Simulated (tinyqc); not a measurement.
Carrier lifetime from Shockley-Read-Hall, radiative, Auger and surface recombination: one step, computed by the program tinyqc.

Energies are counted from the top of the valence band. Boltzmann statistics, full ionisation, and equal excess densities of electrons and holes.

Problem. Capture times and SRH densities. v = sqrt(3 k_B T/m) with m_e or m_h; tau_n0 = 1/(sigma_n v_n N_t), tau_p0 = 1/(sigma_p v_p N_t); n1 = N_c exp(-(E_g - E_t)/k_B T), p1 = N_v exp(-E_t/k_B T).

Inputs (values chosen for the exercise, with bands modelled on germanium):
```
quantity                          value   unit
gap E_g                           0.665     eV
electron mass m_e                 0.217    m_0
hole mass m_h                     0.336    m_0
temperature T                       400      K
trap level E_t                    0.327     eV
trap density N_t                1.1e+14  cm^-3
electron cross-section sigma_n  2.4e-14   cm^2
hole cross-section sigma_p      6.4e-15   cm^2
```

Doping: n-type. Surface term: none.

N_c = 1.562175e+19 cm^-3

N_v = 7.524697e+18 cm^-3

Constants: k_B = 1.380649e-23 J/K; m_0 = 9.1093837015e-31 kg; k_B = 8.617333262e-05 eV/K.

Give: v_n; v_p; tau_n0; tau_p0; n1; p1.

Solution.

v_n = 2.895e+07 cm/s

v_p = 2.327e+07 cm/s

tau_n0 = 1.308e-08 s

tau_p0 = 6.105e-08 s

n1 = 8.612e+14 cm^-3

p1 = 5.708e+14 cm^-3
